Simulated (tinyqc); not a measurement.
# Fully depleted semiconductor-on-insulator film with two gates, non-linear Poisson equation by Newton steps: effects of single changes

One dimension across the film, front interface at x = 0, back interface at x = ts. psi is counted from the intrinsic level, n = ni exp(psi/Vt) (source grounded), holes neglected, acceptors ionised. Gates act through Cox = eps0 eox/tox and Cbox = 3.9 eps0/tb with potentials G1 = Vg - (phiM - chi - Vt ln(Nc/ni)) and G2 = Vb - (phiB - chi - Vt ln(Nc/ni)). Classical Boltzmann densities, no interface charge, no depletion in the back plane.

Values chosen for this exercise; band and dielectric values close to those of silicon:
```
symbol    value   unit                                                                 meaning
T           350      K                                                             temperature
Eg         1.11     eV                                                                band gap
eps_r      11.5                                                          relative permittivity
Nc      3.52e19  cm^-3                                  conduction-band density of states at T
Nv      3.35e19  cm^-3                                     valence-band density of states at T
chi        4.01     eV                                                       electron affinity
eox        7.29         relative permittivity of the gate insulator (close to silicon nitride)
tox         5.2     nm                                                     insulator thickness
ts          6.5     nm                                                          film thickness
tb           42     nm                                      buried-oxide thickness (eps_r 3.9)
Na         1e15  cm^-3                                            acceptor density of the film
phiM       4.68     eV                                         work function of the front gate
phiB       4.51     eV                                         work function of the back plane
Vb            0      V                                                       back-gate voltage
```

Constants: q = 1.602176634e-19 C, kB = 1.380649e-23 J/K, Vt = kB T/q, eps0 = 8.8541878128e-14 F/cm where lengths are in cm. Results are converted to the units shown.

Each table varies one quantity; the others keep the values above.

## Charge against front-gate voltage

ni = sqrt(Nc Nv) exp(-Eg/(2 Vt)), Eg in volts. The Poisson equation eps0 eps_r d2psi/dx2 = q (n + Na), with -eps0 eps_r dpsi/dx = Cox (G1 - psi) at x = 0 and eps0 eps_r dpsi/dx = Cbox (G2 - psi) at x = ts, is solved on 300 equal intervals with half boxes at both ends; N_inv is the trapezoid sum of n. Swing = ln 10/(d ln N_inv/dVg); the last column is (dN_inv/dVb)/(dN_inv/dVg).

Charge against front-gate voltage:

| Vg (V) | psi front (V) | psi back (V) | N_inv (cm^-2) | centroid/ts | swing (mV/decade) | q dN_inv/dVg over Cox | back/front leverage |
|---|---|---|---|---|---|---|---|
| 0.15 | 0.0369 | 0.0378 | 7.84e5 | 0.503 | 75.7 | 3.08e-6 | 0.0903 |
| 0.3 | 0.178 | 0.172 | 7.52e7 | 0.483 | 75.7 | 2.95e-4 | 0.0892 |
| 0.45 | 0.318 | 0.305 | 7.01e9 | 0.463 | 78.1 | 0.0267 | 0.0880 |
| 0.6 | 0.432 | 0.404 | 2.33e11 | 0.422 | 157 | 0.440 | 0.0846 |
| 0.75 | 0.489 | 0.436 | 9.38e11 | 0.352 | 388 | 0.718 | 0.0788 |
| 0.9 | 0.522 | 0.446 | 1.84e12 | 0.295 | 668 | 0.818 | 0.0748 |
| 1.05 | 0.545 | 0.452 | 2.82e12 | 0.253 | 966 | 0.868 | 0.0723 |
| 1.2 | 0.562 | 0.454 | 3.85e12 | 0.221 | 1.27e3 | 0.898 | 0.0708 |
| 1.35 | 0.576 | 0.456 | 4.90e12 | 0.197 | 1.59e3 | 0.917 | 0.0697 |

What does the comparison show?

N_inv passes 1e11 cm^-2 at Vg = 0.552 V. The swing starts at 75.7 mV a decade, against (1 + k) Vt ln 10 = 73.8 for a front channel with k = Cs Cbox/(Cox (Cs + Cbox)) = 0.0629, Cs = eps0 eps_r/ts; above threshold this column is no longer a subthreshold swing. The centroid falls from 0.503 to 0.197 of ts and the leverage of the back gate falls from 0.0903 to 0.0697. For Vg = 0.9, 1.05, 1.2, 1.35 the density at an interface exceeds 0.3 Nc, where Boltzmann statistics fail. For Vg = 0.6, 0.75, 0.9, 1.05, 1.2, 1.35 the classical centroid lies within 3 nm of an interface, where confinement, left out, would push it away.

## Threshold and coupling against the back-gate voltage

VT is the Vg for N_inv = 1e11 cm^-2; -dVT/dVb from the linearised equation. Limits with Cs = eps0 eps_r/ts: front channel Cs Cbox/(Cox (Cs + Cbox)), back channel Cbox (Cox + Cs)/(Cox Cs). Swing at N_inv = 1e8 cm^-2.

The same in every row: front-channel limit = 0.0629; back-channel limit = 0.119.

Threshold and coupling against the back-gate voltage:

| Vb (V) | VT (V) | centroid/ts at VT | -dVT/dVb | swing (mV/decade) |
|---|---|---|---|---|
| -8 | 1.13 | 0.0714 | 0.0667 | 74.1 |
| -6 | 0.994 | 0.0936 | 0.0679 | 74.2 |
| -4 | 0.856 | 0.135 | 0.0701 | 74.4 |
| -2 | 0.712 | 0.230 | 0.0751 | 74.8 |
| 0 | 0.552 | 0.440 | 0.0862 | 75.7 |
| 2 | 0.364 | 0.697 | 0.101 | 76.6 |
| 4 | 0.154 | 0.837 | 0.109 | 77.1 |
| 6 | -0.0679 | 0.895 | 0.112 | 77.3 |
| 8 | -0.295 | 0.923 | 0.114 | 77.4 |

What does the table show?

As Vb goes from -8 to 8, VT falls from 1.13 to -0.295 V, the centroid rises from 0.0714 to 0.923 of ts and -dVT/dVb rises from 0.0667 to 0.114. The coupling covers 6.78 % of the way from the front-channel to the back-channel limit in the first row and 91.8 % in the last. A positive back bias draws the electrons to the back interface, where the back gate has more leverage and the front gate less, so the swing worsens.

Range of the model: In so thin a film or at such density quantum confinement moves the charge away from the interfaces and raises the threshold.

Computed by the program tinyqc: `OMP_NUM_THREADS=1 python tinyqc.py 2190163 2190164 out.jsonl`, one thread of a shared Intel Xeon 2.30GHz, about 0.4 s for the whole run.
